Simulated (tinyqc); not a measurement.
## Short-channel transistor, virtual-source model with series resistance: effect of the temperature on the on and off currents

The current per gate width is the charge at the top of the source barrier (the virtual source) times its velocity times a saturation function; al and be are fitting constants of the model. Units: I in uA/um, Rs in ohm um, so I Rs = 1e-6 I Rs in volts; Q in uC/cm^2, so I = 1e-4 Q vx0 Fsat with vx0 in cm/s.

Intrinsic voltages Vg' = Vgs - I Rs, Vd' = Vds - 2 I Rs. n = n0 + nd Vd', VT = VT0 - dl Vd', Ff = 1/(1 + exp((Vg' - VT + al Vt/2)/(al Vt))), Q = Cinv n Vt ln(1 + exp((Vg' - VT + al Vt Ff)/(n Vt))), Vdsat = (vx0 L/mu)(1 - Ff) + Vt Ff, Fsat = u/(1 + u^be)^(1/be) with u = Vd'/Vdsat, and I = Q vx0 Fsat per width. I is solved self-consistently. Ion is I at Vgs = Vds = 1.2 V, Ioff at Vgs = 0, Vds = 1.2 V, and Rlin = Vds/I at Vgs = 1.2 V, Vds = 0.05 V. mu, vx0, VT0, dl and n0 are held fixed.

Values chosen for this exercise:
```
symbol,value,unit,meaning
Cinv,2.21,uF/cm^2,inversion capacitance
vx0,9.84e6,cm/s,velocity at the virtual source
mu,480,cm^2/(V s),apparent mobility
L,32,nm,channel length
VT0,0.361,V,threshold at zero drain voltage
dl,0.089,V/V,drain-induced barrier lowering
n0,1.36,,subthreshold factor
nd,0.05,1/V,growth of n with drain voltage
al,3.5,,threshold shift (in units of Vt) from weak to strong inversion
be,1.4,,sharpness of saturation
Rs,50,ohm um,series resistance of each contact
```

Constants: q = 1.602176634e-19 C, kB = 1.380649e-23 J/K, Vt = kB T/q. Results are converted to the units shown.

Effect of the temperature on the on and off currents:
```
T (K)  Ion (uA/um)  Ioff (nA/um)  log10(Ion/Ioff)  Rlin (ohm um)
200         1798.9        18.160           4.9959         139.71
230         1798.9        77.589           4.3652         139.71
260         1798.9        236.25           3.8816         139.71
290         1798.9        568.51           3.5003         139.71
320         1798.9        1154.6           3.1926         139.71
350         1798.9        2067.5           2.9396         139.70
380         1799.0        3364.2           2.7281         139.70
410         1799.0        5082.7           2.5489         139.69
```

As T goes from 200 to 410 K, Ion stays near 1800 uA/um, Ioff rises from 18.2 to 5080 nA/um and Rlin stays near 140 ohm um. Ion changes by a factor of 1.00 and Ioff by 280. For T = 320 to 410 K the off current passes 1 uA/um, so the device is hardly off at Vgs = 0.

tinyqc, about 0.01 s, one thread, Intel Xeon 2.30GHz (shared host): `OMP_NUM_THREADS=1 python tinyqc.py 2380107 2380108 out.jsonl`
